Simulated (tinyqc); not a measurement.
Thin-film optics by transfer matrices: one step. Reflection and transmission. Three cases, with inputs chosen for the exercise.

Task: Close the stack on the substrate.

Indices N = n + i k. Snell: N0 sin(theta) = N_j sin(theta_j), with Im(N_j cos theta_j) >= 0. Admittance y_j = N_j cos theta_j for s and N_j/cos theta_j for p. Phase delta_j = 2 pi N_j cos theta_j d_j/lambda. Layer matrix [[cos delta, -i sin delta/y], [-i y sin delta, cos delta]], multiplied from the top down to M. (B, C) = M (1, y_sub); r = (y0 B - C)/(y0 B + C), R = |r|^2, T = 4 Re y0 Re y_sub/|y0 B + C|^2, absorbed in the films 1 - R - T.

Case 1.

M:
```
                    1                    2
1  0.620246-0.144988i  -0.029886-0.334030i
2  0.824898-2.122767i   0.482864-0.229087i
```

y_j: ambient 0.707107, film 1 2.755076+0.649419i, film 2 1.422997, substrate 0.102587+2.259242i

Case 2.

M:
```
            1           2
1    0.974054  -0.213529i
2  -0.239866i    0.974054
```

y_j: ambient 0.258819, film 1 1.059879, substrate 3.800165+0.020636i

Case 3.

M:
```
                    1                    2
1  0.732836-0.366365i  -0.029635-0.183625i
2  3.784716-3.218969i   0.651209-0.492600i
```

y_j: ambient 3.863703, film 1 4.878828+2.655569i, film 2 1.950735, substrate 4.959264+2.581261i

Give: B, C; r; R; T into the substrate; absorbed in the films.

Result:

Case 1.

B, C: 1.3718-0.2468i  1.3920-1.0554i

r = -0.2933+0.2202i
R = 0.1345
T into the substrate = 0.0409
absorbed in the films = 0.8246

The bare substrate would reflect 0.9496.

Case 2.

B, C: 0.9785-0.8114i  3.7016-0.2198i

r = -0.8620-0.0912i
R = 0.7514
T into the substrate = 0.2486
absorbed in the films = 0.0000

The bare substrate would reflect 0.7612.

Case 3.

B, C: 1.0599-1.3535i  8.2858-3.9810i

r = -0.1696-0.2270i
R = 0.0803
T into the substrate = 0.3219
absorbed in the films = 0.5978

The bare substrate would reflect 0.0930.

Computed by tinyqc, one run a case: `OMP_NUM_THREADS=1 python tinyqc.py N N+1 out.jsonl` with N = 1682563, 1682688, 1682701; one thread of a shared Intel(R) Xeon(R) Processor @ 2.30GHz, about 0.02 s a run at most.
